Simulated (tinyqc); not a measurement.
Finite line against the semi-infinite law: electromigration in a confined line: Blech product, Korhonen stress evolution and Black's law. Computed by tinyqc, a small Python program. Command: `OMP_NUM_THREADS=1 python tinyqc.py 3003908 3003909 out.jsonl emigr walk`. One thread of a shared host (Intel(R) Xeon(R) Processor @ 2.30GHz), about 0.02 s of CPU time with the checks.

The electron wind pushes atoms from the cathode (x = 0) to the anode (x = L); blocking ends build a back stress (tension positive). The input rho is taken not to change with temperature. d sigma/dt = d/dx [kappa (d sigma/dx + G)], with zero flux at both ends and sigma = 0 at t = 0.

Inputs (values chosen for the exercise, close to those used for ruthenium lines):
```
quantity                      value          unit
resistivity rho                14.9  micro-ohm cm
atomic volume Omega            13.6    angstrom^3
effective charge number Z*      1.4             -
prefactor D0                1.3e-06         m^2/s
activation energy E            1.41            eV
effective modulus B              54           GPa
critical stress sigma_c         490           MPa
current density j              0.81       MA/cm^2
line length L                    11            um
test temperature T              340             C
```

Start: stress-free.

Constants: e = 1.602176634e-19 C; k_B = 8.617333262e-05 eV/K; k_B = 1.380649e-23 J/K.

Method:
- G = Z* e rho j/Omega; D = D0 exp(-E/(k_B T)); kappa = D B Omega/(k_B T); drift velocity of an unconfined line v = D Z* e rho j/(k_B T). SI: 1 micro-ohm cm = 1e-8 ohm m, 1 MA/cm^2 = 1e10 A/m^2.
- Temperatures in kelvin are T(C) + 273.15.
- At steady state sigma(x) = G (L/2 - x). A void forms only if the cathode stress reaches sigma_c, that is if j L exceeds (j L)_c = 2 Omega (sigma_c)/(Z* e rho). Time scale tau = L^2/kappa.
- sigma(x, t) = G L [1/2 - x/L - 4 sum_(m odd) cos(m pi x/L) exp(-m^2 pi^2 s)/(m pi)^2], s = t/tau, summed to m = 399.
- Semi-infinite line: sigma(0, t) = 2 G L sqrt(s/pi). One-term form: keep m = 1 alone.

tau = 115.806 h

stress gradient G = 19.9054 MPa/um

Cathode stress (MPa):
```
s           t (h)  full series  semi-infinite  one term
0.002  2.3161e-01        11.05          11.05     22.47
0.005  5.7903e-01        17.47          17.47     25.01
0.01   1.1581e+00        24.71          24.71     29.08
0.02   2.3161e+00        34.94          34.94     36.64
0.05   5.7903e+00        55.19          55.25     55.30
0.1    1.1581e+01        76.40          78.13     76.41
0.2    2.3161e+01        97.15         110.49     97.15
0.4    4.6323e+01       107.77         156.26    107.77
0.8    9.2645e+01       109.45         220.99    109.45
```

What does the comparison show, and why?

Among these rows the semi-infinite law holds to 1 % up to s = 0.05 and the one-term form from s = 0.05 on: the far end is felt once sqrt(kappa t) is no longer small against L, and by then the terms with m > 1 have nearly died out. The critical stress 490 MPa is not reached in these rows.
